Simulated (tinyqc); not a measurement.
Speed against selectivity over temperature: anisotropic wet etching of Si(100): plane rates, V-grooves, membranes and undercut. Computed by tinyqc, a small Python program. Command: `OMP_NUM_THREADS=1 python tinyqc.py 3030012 3030013 out.jsonl wetetch walk`. One thread of a shared host (Intel(R) Xeon(R) Processor @ 2.30GHz), about 0.01 s of CPU time with the checks.

A long slot opens the mask on a (100) wafer. The floor etches at R100; (111) walls stand at theta = arctan(sqrt2) = 54.7356 degrees to the surface and recede at R111 along their normal.

Inputs (values chosen for the exercise, close to those used for potassium hydroxide solutions):
```
quantity,value,unit
prefactor k0 of the (100) rate,3.5e+08,um/min
"activation energy of (100), E",0.589,eV
ratio (100)/(111) at 80 C,81,-
"extra energy of (111), dE",0.075,eV
ratio (100)/oxide at 80 C,220,-
"extra energy of the oxide, dE_ox",0.29,eV
misalignment of the mask,1,degrees
wafer thickness d,525,um
membrane thickness wanted,8.4,um
```

Constants: k_B = 8.617333262e-05 eV/K.

Method:
- R100 = k0 exp(-E/(k_B T)); a ratio given at 80 C scales as exp[(extra energy/k_B)(1/T - 1/353.15 K)]; R111 and R_ox follow by division.
- Temperatures in kelvin are T(C) + 273.15.
- Each row etches to the depth d - membrane; undercut per side = (R111/sin(theta) + R100 sin(misalignment)) x time.

Etching to a fixed depth:
```
T (C),R100 (um/min),R100/R111,time (h),undercut (um),oxide consumed (nm)
30,0.0565,121.62,152.36,14.218,487.7
40,0.1161,110.97,74.16,14.718,695.2
50,0.2281,101.82,37.74,15.230,969.4
60,0.4304,93.92,20.00,15.753,1325.2
70,0.7826,87.03,11.00,16.286,1778.8
80,1.3756,81.00,6.26,16.827,2348.2
90,2.3440,75.69,3.67,17.376,3052.8
100,3.8816,70.98,2.22,17.930,3913.4
```

From 30 to 100 C the time falls by a factor 68.7, while the oxide loss grows by 8.02 and the undercut by 1.26: the slower planes and the mask have the higher activation energies, so heat costs selectivity. Misalignment gives 9.02 um of the undercut at any T.
